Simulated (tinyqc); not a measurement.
Ballast resistance and gain from the on-state line.

Question. At high current V = BV (1 + be)^(-1/n) + I Ro. Find Ro, the intercept and be.

Parameters, values chosen for the exercise: junction breakdown voltage BV = 7.1 V; exponent of the multiplication n = 4.

V at I = 5.9 and 11.8 mA/um (V): 4.8839821  5.5329821

Answer. The slope is Ro; the intercept over BV is (1 + be)^(-1/n).

Ro = 110.0 ohm um
intercept = 4.235 V
be = 6.900

Computed by the program tinyqc: `OMP_NUM_THREADS=1 python tinyqc.py 2670102 2670103 out.jsonl`, one thread of a shared Intel Xeon 2.30GHz, about 0.01 s for the whole run.
